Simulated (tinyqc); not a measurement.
# Landau coefficients from the transition

Problem. u = a0 (T - T0) P^2 + be P^4 + ga P^6 (P in uC/cm^2, E in kV/cm, u in mJ/cm^3). Above the transition chi = Cw/(T - T0) with Cw = 1/(2 eps0 a0); at TC = T0 + be^2/(4 a0 ga) the polarisation jumps by sqrt(-be/(2 ga)). Find a0, be and ga.

Inputs (values chosen for the exercise):
```
symbol  value  unit                  meaning
T0        600     K  Curie-Weiss temperature
```

Constants: eps0 = 8.8541878128e-14 F/cm where lengths are in cm. Results are converted to the units shown.

TC = 624.938889 K
jump of P at TC = 43.1405970 uC/cm^2
Curie constant = 2.25881813e5 K

Solution. The Curie constant gives a0. At TC both u = 0 and du/dP = 0, which give ga = al/P^4 and be = -2 al/P^2 with al = a0 (TC - T0).

a0 = 0.0250 kV cm/(uC K)
be = -6.70e-4 kV cm^5/uC^3
ga = 1.80e-7 kV cm^9/uC^5

Program tinyqc, `OMP_NUM_THREADS=1 python tinyqc.py 2860012 2860013 out.jsonl`; Intel Xeon 2.30GHz, shared host, one thread, about 0.01 s.
